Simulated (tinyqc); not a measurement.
## Ground and coupling capacitance from two measurements

Inverse problem. A line has Cg to the planes and Cc to each of two neighbours. Find Cg, Cc, the load when both neighbours switch in antiphase, and the pulse on the line when it floats and both neighbours swing by Vx.

Parameters, values chosen for the exercise:
- Vx = 0.7 V (swing)

capacitance with neighbours driven alike and with neighbours grounded (aF/um): [33, 143]

Solution. Driven alike, Cc carries no charge, which leaves Cg; grounded neighbours give Cg + 2 Cc, antiphase Cg + 4 Cc; a floating line divides the swing as 2 Cc/(Cg + 2 Cc).

Cg = 33.0 aF/um
Cc = 55.0 aF/um
load in antiphase = 253 aF/um
pulse = 0.538 V

Program tinyqc, `OMP_NUM_THREADS=1 python tinyqc.py 2790212 2790213 out.jsonl`; Intel Xeon 2.30GHz, shared host, one thread, about 0.8 s.
